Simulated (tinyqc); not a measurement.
Power transistor in saturation, electro-thermal loop: one step of the calculation.

One temperature T for the device, T = T0 + Rth P(T), with P(T) = V I0 (T/300 K)^(-al) [1 + kv (T - 300 K)/Vov]^2. The loop gain is Rth dP/dT; a solution is thermally stable when it is below one.

Question. Loop gain and effective thermal resistance. P(T) = V I0 (T/300 K)^(-al) [1 + kv (T - 300 K)/Vov]^2; P'(T) = P [-al/T + 2 kv/(Vov + kv (T - 300 K))]; G = Rth P'. A small change of T0 changes T by 1/(1 - G) times as much.

Values chosen for this exercise:
- V = 12 V (drain voltage)
- I0 = 1.3 A (saturation current at 300 K)
- al = 1 (exponent of the mobility)
- Vov = 2.1 V (overdrive at 300 K)
- kv = 3.4 mV/K (fall of the threshold with temperature)
- Rth = 12 K/W (thermal resistance)

converged T = 562.76409 K

Wanted: P; G; dT/dT0.

Answer.

P = 16.90 W
G = 0.1003
dT/dT0 = 1.111

The feedback is positive: heating raises the power.

Computed by the program tinyqc: `OMP_NUM_THREADS=1 python tinyqc.py 2520142 2520143 out.jsonl`, one thread of a shared Intel Xeon 2.30GHz, about 0.01 s for the whole run.
